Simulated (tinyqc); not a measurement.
From one set of inputs to another, one input at a time: sheet resistance and Hall data of a diffused or implanted layer. Computed by tinyqc, a small Python program. Command: `OMP_NUM_THREADS=1 python tinyqc.py 3006885 3006886 out.jsonl layer ladder`. One thread of a shared host (Intel(R) Xeon(R) Processor @ 2.30GHz), about 0.01 s of CPU time with the checks.

Carriers are taken equal to the net active doping down to the junction (full ionisation, which deep dopants in wide-gap hosts do not reach; no spill-over, no depletion), and the Hall factor is 1.

The inputs printed are set A. Set A is modelled on arsenic in silicon; the values taken over come from a set modelled on silicon in GaN. Inputs not listed in the table keep their values of set A, so the rows need not describe a real material.

Inputs (values chosen for the exercise, modelled on arsenic in silicon):
```
quantity                                 value        unit
mu_min                                    54.3  cm^2/(V s)
mu_max                                    1450  cm^2/(V s)
N_ref                                  9.2e+16      1/cm^3
exponent alpha                            0.68           -
peak concentration N_0                 1.7e+18      1/cm^3
length scale l                              62          nm
background doping N_B (opposite type)  2.6e+14      1/cm^3
```

Profile: Gaussian at the surface. Activation: complete.

Constants: e = 1.602176634e-19 C.

Method:
- N(x) = N_0 exp(-x^2/l^2), dose N_0 l sqrt(pi)/2, junction x_j = l sqrt(ln(N_0/N_B)).
- Mobility mu = mu_min + (mu_max - mu_min)/(1 + (N_t/N_ref)^alpha), N_t = active doping + N_B; carriers n = active doping - N_B, all dopants active.
- Integrals from x_0 (0 unless stated) to x_j by the midpoint rule on 400 even intervals: 1/R_s = e int n mu dx; sheet density n_s = int n dx; Hall sheet density (int n mu dx)^2/int n mu^2 dx; Hall mobility int n mu^2 dx/int n mu dx.
- Mean conductivity 1/(R_s x_j); mean mobility 1/(e n_s R_s).

Each row keeps all changes above it:
```
input moved                                        from       to  sheet resistance R_s (ohm)  Hall mobility (cm^2/(V s))  mean conductivity 1/(R_s x_j) (S/cm)
set A                                                 -        -                      2282.0                      342.52                                23.846
background doping N_B (opposite type) (1/cm^3)  2.6e+14    6e+16                      2714.0                      286.10                                32.498
mu_min (cm^2/(V s))                                54.3       56                      2699.6                      287.40                                32.672
N_ref (1/cm^3)                                  9.2e+16  1.9e+17                      1955.9                      393.21                                45.095
length scale l (nm)                                  62      180                       673.7                      393.21                                45.095
peak concentration N_0 (1/cm^3)                 1.7e+18  1.8e+18                       647.5                      385.64                                46.522
mu_max (cm^2/(V s))                                1450     1030                       869.1                      285.40                                34.660
```

Sheet resistance R_s goes from 2280 to 869, a factor 0.381 in all. The largest single move comes from length scale l (a factor 0.344), and mu_max works against it (a factor 1.34). Hall mobility goes from 343 to 285, a factor 0.833 in all. The largest single move comes from N_ref (a factor 1.37), but it runs against the net change; the largest move in the direction of the net change is mu_max (a factor 0.740). Mean conductivity 1/(R_s x_j) goes from 23.8 to 34.7, a factor 1.45 in all. The largest single move comes from N_ref (a factor 1.38), and mu_max works against it (a factor 0.745). The single moves hold for this order of the switches; the total does not depend on the order.

Extremes, crossings and ranges named in words are read from the listed rows.
